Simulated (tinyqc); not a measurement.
Worked calculation: fitting sp3s* parameters to three gaps by Newton steps. Values are carried at full precision from step to step, so a last printed digit may differ when a step is redone from the rounded ones.

sp3s* tight binding, nearest neighbours only: anion (a) at 0, cation (c) at a/4 (1,1,1), orbitals s, px, py, pz, s* on each; k in units of 2 pi/a. With phases e_j = exp(i (pi/2) k.n_j) for n = (1,1,1), (1,-1,-1), (-1,1,-1), (-1,-1,1): g0 = (e1+e2+e3+e4)/4, g1 = (e1+e2-e3-e4)/4, g2 = (e1-e2+e3-e4)/4, g3 = (e1-e2-e3+e4)/4. The diagonal holds the levels Esa, Epa, Exa (s*) and Esc, Epc, Exc. Anion-cation block: <sa|sc> = Vss g0; <sa|xc> = Vsapc g1; <xa|sc> = -Vscpa g1; <xa|xc> = Vxx g0; <xa|yc> = <ya|xc> = Vxy g3, <xa|zc> = <za|xc> = Vxy g2, <ya|zc> = <za|yc> = Vxy g1; <s*a|xc> = Vxapc g1; <xa|s*c> = -Vpaxc g1; y and z take g2 and g3 in place of g1; s-s* and s*-s* vanish.

Gaps are level 5 at Gamma, X = (1,0,0) and L = (1/2,1/2,1/2) less level 4 at Gamma; no spin-orbit coupling. Free parameters: Vss, Exa and Exc. H is linear in them, so by Hellmann-Feynman J_ij = <u|dH/dp_j|u> for level 5 at point i less the same for level 4 at Gamma. Newton: p(new) = p + J^-1 (target - gaps); stop when all misses are below 1e-7 eV.

Values chosen for the exercise (out of a larger set: near a published set for AlAs, fitted to gaps, whose masses and valley positions are rough; not measured data): p = (-7.498, 0.986, -1.161, 3.574, 7.493, 6.736, -6.644, 1.885, 4.305, 5.094, 5.476, 4.515, 5.003) eV (start, order Esa, Epa, Esc, Epc, Exa, Exc, Vss, Vxx, Vxy, Vsapc, Vscpa, Vxapc, Vpaxc); tg = (2.9548, 2.354, 2.6653) eV (target gaps at Gamma, X, L).

## Gaps of the starting set

Compute the gaps and the misses.

gaps (eV): Gamma 3.0378, X 2.3049, L 2.6767

target less gap (eV): Gamma -0.0830, X 0.0491, L -0.0114

## The Jacobian

Form J and its singular values.

J:
```
           Vss     Exa     Exc
Gamma  -0.9026  0.0000  0.0000
X       0.0000  0.3729  0.0000
L      -0.2484  0.1424  0.0526
```

singular values: 0.9372  0.3974  0.0476

The gap at Gamma answers to Vss. The condition number is 19.7.

## The first Newton step

Solve J dp = target less gap; the columns of J are Vss, Exa and Exc.

dp (eV): Vss 0.092, Exa 0.132, Exc -0.139

## The iteration

Repeat with J formed anew.

Newton steps (eV):
```
i      Vss     Exa     Exc   Gamma       X       L  largest miss
0  -6.6440  7.4930  6.7360  3.0378  2.3049  2.6767         0.083
1  -6.5521  7.6248  6.5967  2.9549  2.3535  2.6627        0.0026
2  -6.5520  7.6260  6.6338  2.9548  2.3540  2.6653       3.7e-05
3  -6.5520  7.6260  6.6344  2.9548  2.3540  2.6653       9.2e-09
```

Converged in 3 steps; the miss goes 0.083, 0.0026, 3.7e-05, 9.2e-09, about squaring each time once it is small. The largest change is 0.133 eV in Exa, for a first miss of 0.083 eV.

## Checks

- J by Hellmann-Feynman against central differences: largest difference 1.8e-10.

tinyqc: `OMP_NUM_THREADS=1 python tinyqc.py 1450965 1450966 out.jsonl`; about 0.1 s, one thread, shared Intel(R) Xeon(R) Processor @ 2.30GHz.
